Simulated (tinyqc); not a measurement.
Scan in temperature at fixed frequency: admittance spectroscopy and thermally stimulated current of one trap level in a depletion layer. Computed by tinyqc, a small Python program. Command: `OMP_NUM_THREADS=1 python tinyqc.py 3112154 3112155 out.jsonl admit walk`. One thread of a shared host (Intel(R) Xeon(R) Processor @ 2.30GHz), about 0.01 s of CPU time with the checks.

A Schottky junction on n-type material holds one donor-like electron trap; shallow donors are fully ionised and abrupt depletion edges are assumed.

Inputs (values chosen for the exercise, modelled on n-type germanium): dielectric constant eps = 15.9; density-of-states mass m = 0.567 m_0; shallow doping N = 5.8e+16 1/cm^3; trap density N_t = 1.7e+15 1/cm^3; trap depth E_t below the band = 0.264 eV; capture cross section sigma = 1.8e-16 cm^2; band bending V_b = 0.42 V; test frequency f = 2000 Hz.

Constants: k_B = 1.380649e-23 J/K; m_0 = 9.1093837015e-31 kg; h = 6.62607015e-34 J s; k_B = 8.617333262e-05 eV/K; eps_0 = 8.8541878128e-12 F/m; e = 1.602176634e-19 C.

Method:
- N_c = 2 (2 pi m k_B T/h^2)^(3/2), v_th = sqrt(3 k_B T/m), emission rate e_n = sigma v_th N_c exp(-E_t/(k_B T)).
- Where the level crosses the Fermi level capture equals emission, so the trap follows the signal with the rate 2 e_n; G/omega peaks at omega = 2 e_n (the correction for large N_t/N is left out).
- Solve 2 e_n(T_p) = 2 pi f.
- With E_c - E_F = k_B T_p ln(N_c/N): lambda = sqrt(2 eps eps_0 (E_t - (E_c - E_F))/(e^2 N)); traps are empty and charged for x < x_t = w - lambda, and V_b = e (N w^2 + N_t x_t^2)/(2 eps eps_0). High frequency: C_hf = eps eps_0/w. Low frequency: C_lf = eps eps_0 (N + N_t)/(N w + N_t x_t).
- With x = omega/(2 e_n): C = C_hf + (C_lf - C_hf)/(1 + x^2), G/omega = (C_lf - C_hf) x/(1 + x^2); C_hf and C_lf are held at their values at T_p.

peak temperature T_p = 209.067 K

C_hf = 125.014 nF/cm^2

C_lf = 127.391 nF/cm^2

Admittance:
```
T (K)  omega/(2 e_n)  C (nF/cm^2)  G/omega (nF/cm^2)
184.0         9.5044       125.04             0.2474
192.3         4.2413       125.14             0.5310
198.6         2.3989       125.37             0.8442
204.9         1.4025       125.81             1.1237
209.1         0.9974       126.21             1.1886
213.2         0.7238       126.57             1.1291
219.5         0.4521       126.99             0.8923
227.9         0.2507       127.25             0.5607
238.3         0.1275       127.35             0.2983
```

What does the comparison show, and why?

The peak of G/omega is half the step, 1.19 nF/cm^2. Its full width is near 2 ln(2 + sqrt3) k_B T_p^2/(E_t + 2 k_B T_p) = 33.1 K.

Extremes, crossings and ranges named in words are read from the listed rows.
